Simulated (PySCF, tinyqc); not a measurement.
RHF in the sto-3g basis, for H4, spin multiplicity 1, step by step. The lowest restricted solution is unstable here: a spin-polarised one lies 0.0208 hartree lower (PySCF). One step of it, computed by the program tinyqc.

Question. Iteration 2: diagonalisation and new density. Diagonalise F' = X^T F X, C = X C', fill 2 alpha and 2 beta electrons from the bottom; D = 2 C_occ C_occ^T; the new density keeps 0.3 of the old one (damping). Each column has its largest component positive (the first on a tie).

Fock matrix F (hartree):
```
           1H 1s      2H 1s      3H 1s      4H 1s
1H 1s  -0.113071  -0.217689   0.000905   0.022582
2H 1s  -0.217689  -0.099494  -0.120816   0.000905
3H 1s   0.000905  -0.120816  -0.099494  -0.217689
4H 1s   0.022582   0.000905  -0.217689  -0.113071
```

X:
```
               1          2          3         4
1H 1s  -0.577690   0.651784   0.491128  0.371338
2H 1s   0.722725  -0.529704   0.392569  0.456919
3H 1s  -0.722725  -0.529704  -0.392569  0.456919
4H 1s   0.577690   0.651784  -0.491128  0.371338
```

D after iteration 1:
```
           1H 1s      2H 1s      3H 1s      4H 1s
1H 1s   0.873009  -0.173250  -0.236371  -0.252620
2H 1s  -0.173250   1.217579   0.236828  -0.236371
3H 1s  -0.236371   0.236828   1.217579  -0.173250
4H 1s  -0.252620  -0.236371  -0.173250   0.873009
```

overlap S:
```
          1H 1s     2H 1s     3H 1s     4H 1s
1H 1s  1.000000  0.345502  0.013499  0.000570
2H 1s  0.345502  1.000000  0.150549  0.013499
3H 1s  0.013499  0.150549  1.000000  0.345502
4H 1s  0.000570  0.013499  0.345502  1.000000
```

Give: F' = X^T F X; orbital energies; coefficients C; D after iteration 2.

Answer.

F' = X^T F X (hartree):
```
        1       2        3        4
1  0.2968  0.0000   0.0330   0.0000
2  0.0000  0.0989   0.0000   0.0190
3  0.0330  0.0000  -0.2275   0.0000
4  0.0000  0.0190   0.0000  -0.2641
```

orbital energies (hartree): MO1 -0.2651, MO2 -0.2295, MO3 0.0999, MO4 0.2989

coefficients C:
```
          MO1      MO2      MO3      MO4
1H 1s  0.3368   0.5264   0.6703  -0.5458
2H 1s  0.4839   0.3465  -0.5052   0.7459
3H 1s  0.4839  -0.3465  -0.5052  -0.7459
4H 1s  0.3368  -0.5264   0.6703   0.5458
```

D after iteration 2:
```
         1H 1s    2H 1s    3H 1s    4H 1s
1H 1s   0.8086   0.4316  -0.0981  -0.3048
2H 1s   0.4316   0.8612   0.2308  -0.0981
3H 1s  -0.0981   0.2308   0.8612   0.4316
4H 1s  -0.3048  -0.0981   0.4316   0.8086
```
